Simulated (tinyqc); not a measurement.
Effective-mass impurity with a central-cell term, in a basis of Slater functions: one step, computed by the program tinyqc.

The envelope obeys H = -nabla^2 - (2/r) [Z + A exp(-kappa r)] in effective units, with kappa = a*/lambda; positive A deepens the well near the core.

Task: Matrices over the s basis. zeta_i = zeta_1 beta^(i-1), i = 1..n. For s functions exp(-zeta r), with s = zeta_i + zeta_j: S = 2/s^3, T = zeta_i zeta_j S, V = -2 Z/s^2, W = -2 A/(s + kappa)^2; each function is normalised by dividing by sqrt(S_ii S_jj).

Inputs (values chosen for the exercise, with mass and screening modelled on GaSb):

| quantity | value | unit |
|---|---|---|
| charge Z of the core | 1 | - |
| central-cell strength A | 63 | - |
| basis size n | 4 | - |
| smallest exponent zeta_1 | 0.44 | 1/a* |
| ratio beta of exponents | 3 | - |

Impurity: donor, one isotropic band.

kappa = 133.3198 1/a*

Give: exponents; overlap S; kinetic T; Coulomb V; central cell W.

Result:

exponents (1/a*): 0.44  1.32  3.96  11.88

overlap S:
```
        1       2       3       4
1  1.0000  0.6495  0.2160  0.0511
2  0.6495  1.0000  0.6495  0.2160
3  0.2160  0.6495  1.0000  0.6495
4  0.0511  0.2160  0.6495  1.0000
```

kinetic T (Ry*):
```
         1        2        3         4
1   0.1936  0.37724  0.37636   0.26726
2  0.37724   1.7424   3.3952    3.3872
3  0.37636   3.3952  15.6816    30.556
4  0.26726   3.3872   30.556  141.1344
```

Coulomb V (Ry*):
```
          1        2        3         4
1     -0.88  -1.1432  -0.9504  -0.62990
2   -1.1432    -2.64  -3.4295   -2.8512
3   -0.9504  -3.4295    -7.92   -10.288
4  -0.62990  -2.8512  -10.288    -23.76
```

central cell W (Ry*):
```
            1          2          3         4
1  -0.0023839  -0.012226  -0.061117  -0.28397
2   -0.012226  -0.062709   -0.31355   -1.4579
3   -0.061117   -0.31355    -1.5689   -7.3096
4    -0.28397    -1.4579    -7.3096   -34.248
```
